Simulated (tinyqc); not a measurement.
Double-gate transistor below threshold, two-dimensional Poisson equation on a small mesh: two steps of the calculation.

Half of a symmetric double-gate structure: row 0 is the mid-plane of the body, where the normal field vanishes. Mobile charge is neglected (subthreshold), the body is fully depleted, and potentials are counted from the intrinsic level; rows run upward to the gate, columns from source to drain.

Parameters, values chosen for the exercise; semiconductor permittivity made up: temperature T = 400 K; relative permittivity of the semiconductor eps_r = 13.9; relative permittivity of the insulator eox = 3.9; half the body thickness tb = 6 nm; insulator thickness tox = 1.8 nm; channel length L = 45 nm; acceptor density of the depleted body Na = 0 cm^-3; potential of the source Vbi = 0.49 V.

Constants: q = 1.602176634e-19 C, kB = 1.380649e-23 J/K, Vt = kB T/q, eps0 = 8.8541878128e-14 F/cm where lengths are in cm. Results are converted to the units shown.

Problem 1. Coefficients of the five-point equations. Mesh: rows i = 0..2 in the semiconductor (step hs = tb/2, row 2 on the interface), then 2 step(s) ho = tox/2 up to the gate row 4; columns j = 0..6 (step hy = L/6). Box integration, divided by eps0: up_i = eps hy/h of the interval above row i, dn_i = that of the interval below (0 for row 0), lat_i = (sum of eps h/2 over the intervals above and below)/hy, s_i = -q Na w_i hy/eps0 with w_i the semiconductor height of the box (hs/2 for row 0 and the interface row, hs between, 0 in the insulator). Each free node obeys (up + dn + 2 lat) psi = up psi(above) + dn psi(below) + lat [psi(left) + psi(right)] + s.

Find: up; dn; lat; s.

Solution 1.

```
row      up      dn      lat  s (V)
0    34.750       0   2.7800      0
1    34.750  34.750   5.5600      0
2    32.500  34.750   3.0140      0
3    32.500  32.500  0.46800      0
```

Problem 2. Barrier, swing and barrier lowering. The barrier is read along row 0, the path farthest from the gate. Take the node j of lowest psi: barrier Vbi - psi_j; swing Vt ln 10/(d psi_j/dVg); DIBL = (d psi_j/dVd)/(d psi_j/dVg). The derivatives solve the same equations with s = 0 and a unit change of that voltage.

converged psi (V):
```
               j=0          j=1          j=2          j=3          j=4          j=5          j=6
row 0   0.49000000   0.18036011   0.05718071   0.03590604   0.09664437   0.30006025   0.79000000
row 1   0.49000000   0.16544327   0.04902833   0.02934500   0.08523017   0.27713834   0.79000000
row 2   0.49000000   0.11722374   0.02539889   0.01069301   0.05205229   0.20286387   0.79000000
row 3   0.22500000   0.03961094  -0.00701833  -0.01444968   0.00642704   0.08298325   0.37500000
row 4  -0.04000000  -0.04000000  -0.04000000  -0.04000000  -0.04000000  -0.04000000  -0.04000000
```

d psi/dVg on row 0: j=0 0.00000000, j=1 0.58792621, j=2 0.82806979, j=3 0.88837346, j=4 0.82806979, j=5 0.58792621, j=6 0.00000000
d psi/dVd on row 0: j=0 0.0000000, j=1 0.0065367, j=2 0.0201923, j=3 0.0558133, j=4 0.1517379, j=5 0.4055371, j=6 1.0000000

Wanted: j; barrier; swing; DIBL.

Solution 2.

j = 3
barrier = 0.4541 V
swing = 89.34 mV/decade
DIBL = 62.83 mV/V

Computed by the program tinyqc: `OMP_NUM_THREADS=1 python tinyqc.py 2480059 2480060 out.jsonl`, one thread of a shared Intel Xeon 2.30GHz, about 0.09 s for the whole run.
